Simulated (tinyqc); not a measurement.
Low-temperature mobility of a two-dimensional electron gas with static screening: one step, computed by the program tinyqc.

One subband is filled, the gas is degenerate and scatters at the Fermi circle; one permittivity serves on both sides of the interface. All formulas are in SI units, masses times m_0. Piezoelectric and polar phonons are left out, and n_s is taken as set by a gate, independent of N_i.

Question. Fermi circle, screening and layer thickness. k_F = sqrt(2 pi n_s/g_v); E_F = hbar^2 k_F^2/(2 m); q_TF = g_v m e^2/(2 pi eps eps_0 hbar^2); Fang-Howard parameter b = [12 m_z e^2 (N_d + 11 n_s/32)/(eps eps_0 hbar^2)]^(1/3), mean depth 3/b; effective field F = e (N_d + n_s/2)/(eps eps_0).

Inputs (values chosen for the exercise, modelled on a silicon inversion layer):
```
quantity                     value    unit
in-plane mass m              0.188     m_0
mass across the layer m_z    0.937     m_0
permittivity eps              11.6       -
valley degeneracy g_v            2       -
sheet density n_s          6.6e+12  1/cm^2
depletion charge N_d       2.3e+11  1/cm^2
```

Wave function: Fang-Howard. Roughness spectrum: exponential.

Constants: m_0 = 9.1093837015e-31 kg; e = 1.602176634e-19 C; eps_0 = 8.8541878128e-12 F/m; hbar = 1.054571817e-34 J s.

Give: k_F; E_F; q_TF; b; mean depth; effective field F.

Answer.

k_F = 0.4554 1/nm

E_F = 42.02 meV

q_TF = 1.225 1/nm

b = 1.792 1/nm

mean depth = 1.674 nm

effective field F = 0.5507 MV/cm

q_TF/(2 k_F) = 1.35: screening is strong for back-scattering.
